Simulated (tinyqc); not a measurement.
# Octagonal on-chip spiral inductor, lumped pi model: effect of the substrate resistivity

Outer diameter do = di + 2 n wd + 2 (n - 1) sp, mean da = (do + di)/2, fill p = (do - di)/(do + di), length l = 3.314 n da. L = 2.25 mu0 n^2 da/(1 + 3.55 p), mu0 = 4 pi 1e-7 H/m. Rs = rho l/(wd delta (1 - exp(-th/delta))), delta = sqrt(rho/(pi f mu0)). Cs = n wd^2 eps0 eo/hu across the coil. At each end Cox = l wd eps0 eo/(2 ho) leads to the substrate branch Rsi = 2 rs he/(l wd) in parallel with Csi = l wd eps0 11.7/(2 he). With one end grounded Y = 1/(Rs + i w L) + i w Cs + 1/[1/(i w Cox) + 1/(1/Rsi + i w Csi)], w = 2 pi f; Q = -Im Y/Re Y. Eddy currents in neighbouring turns and in the substrate are left out.

Peak Q and its frequency from a search over f; self-resonance where Im Y = 0; Q at the given f (negative beyond resonance).

Parameters, values chosen for the exercise; values of the order met in silicon radio-frequency processes: number of turns n = 1.5; line width wd = 15 um; space between turns sp = 2 um; inner diameter di = 40 um; metal thickness th = 3.4 um; metal resistivity rho = 2.2 uohm cm; oxide below the coil ho = 8.5 um; oxide between coil and underpass hu = 1.4 um; relative permittivity of the oxide eo = 3; effective spreading depth in the substrate he = 50 um; frequency f = 3.9 GHz.

Constants: eps0 = 8.8541878128e-12 F/m. Results are converted to the units shown.

The same in every row: L (nH) = 0.1746; do (um) = 87.00.

Result of one run:
```
rs (ohm cm),peak Q,f of the peak (GHz),self-resonance (GHz),Q at f
3,21.13,23.06,123.8,10.38
```

What becomes of these results when the substrate resistivity rs is changed from 3 to 10000 ohm cm, all else the same?

Result of the changed run:
```
rs (ohm cm),peak Q,f of the peak (GHz),self-resonance (GHz),Q at f
10000,33.38,55.67,124.5,10.39
```

The whole series:
```
rs (ohm cm),peak Q,f of the peak (GHz),self-resonance (GHz),Q at f
0.1,27.30,35.16,103.0,10.39
1,22.31,22.96,118.7,10.39
3,21.13,23.06,123.8,10.38
10,25.18,37.76,124.5,10.37
30,29.55,47.74,124.5,10.37
100,32.04,52.97,124.5,10.39
1000,33.25,55.40,124.5,10.39
10000,33.38,55.67,124.5,10.39
```

As rs goes from 0.1 to 10000, L stays at 0.175 nH, the peak Q goes from 27.3 through a minimum of 21.1 (at rs = 3 among the rows listed) to 33.4, its frequency goes from 35.2 through a minimum of 23.0 (at rs = 1 among the rows listed) to 55.7 GHz and the self-resonance rises from 103 to 125 GHz. In this model both a very low and a very high resistivity dissipate little: the first shorts the branch to a pure Cox, the second blocks the current. For rs = 0.1, 1 eddy currents in the substrate, left out, would lower Q markedly.

Numbers from tinyqc (`OMP_NUM_THREADS=1 python tinyqc.py 2302144 2302145 out.jsonl`; about 0.01 s on one thread of a shared Intel Xeon 2.30GHz).
